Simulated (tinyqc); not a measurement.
# Worked calculation: ferroelectric with a first-order transition, Landau-Devonshire energy

Program tinyqc, `OMP_NUM_THREADS=1 python tinyqc.py 2860039 2860040 out.jsonl`; Intel Xeon 2.30GHz, shared host, one thread, about 0.01 s. Printed values are rounded.

One domain with free energy u = al P^2 + be P^4 + ga P^6 - E P, al = a0 (T - T0), be < 0 < ga (P in uC/cm^2, E in kV/cm, u in mJ/cm^3). Equilibrium: E = 2 al P + 4 be P^3 + 6 ga P^5; a state is stable against small changes where dE/dP > 0. The coercive field is that of uniform switching, which real films, switching by domains, do not reach.

Values chosen for this exercise:
```
symbol    value          unit                             meaning
a0        0.024  kV cm/(uC K)  slope of the quadratic coefficient
T0          600             K             Curie-Weiss temperature
be      -0.0007  kV cm^5/uC^3                 quartic coefficient
ga       2.3e-7  kV cm^9/uC^5             sixth-order coefficient
T           595             K                         temperature
Ea           84         kV/cm                       applied field
```

Constants: eps0 = 8.8541878128e-14 F/cm where lengths are in cm. Results are converted to the units shown.

## Spontaneous polarisation, coercive field and susceptibility

Ps^2 = [-be + sqrt(be^2 - 3 al ga)]/(3 ga); Pc^2 = [-3 be + sqrt(9 be^2 - 15 al ga)]/(15 ga), Ec = -E(Pc); susceptibility chi = 1/(eps0 dE/dP).

al = -0.12 kV cm/uC
Ps = 45.9495 uC/cm^2
u(Ps) at E = 0 = -1209.07 mJ/cm^3
Pc = 35.2891 uC/cm^2
Ec = 55.9954 kV/cm
chi at Ps = 883.483

## Transition temperatures

TC = T0 + be^2/(4 a0 ga), where u(Ps) = u(0); T1 = T0 + be^2/(3 a0 ga), where the polar minimum disappears. At TC the polarisation jumps from sqrt(-be/(2 ga)) to zero, with latent heat TC a0 Ps^2.

TC = 622.192 K
T1 = 629.589 K
jump of P = 39.0095 uC/cm^2
latent heat = 22.7235 J/cm^3

Thermal hysteresis can span T0 to T1, 29.6 K.

## Iteration 1: polarisation on the upper branch by Newton steps

P at the start = 64.3 uC/cm^2

f = 2 al P + 4 be P^3 + 6 ga P^5 - Ea, f' = 2 al + 12 be P^2 + 30 ga P^4, P(new) = P - f/f'.

f = 673.014 kV/cm
f' = 82.9789 kV cm/uC
P after iteration 1 = 56.1893 uC/cm^2

## Iteration 2: polarisation on the upper branch by Newton steps

As before.

f = 178.730 kV/cm
f' = 42.0196 kV cm/uC
P after iteration 2 = 51.9358 uC/cm^2

## Course of the iteration: polarisation on the upper branch by Newton steps

Stop when P changes by less than 1e-10 uC/cm^2, or after 40 iterations. The rule counts as met only at the stable state of positive P.

Course of the iteration:
```
iteration	P (uC/cm^2)	|change| (uC/cm^2)
1	56.1893	8.11
2	51.9358	4.25
3	50.7367	1.20
4	50.6489	0.0878
5	50.6485	4.48e-4
6	50.6485	1.16e-8
7	50.6485	< 1e-12
```

Converged in 7 iterations. At the end the number of correct digits about doubles with each step. There chi = 478.
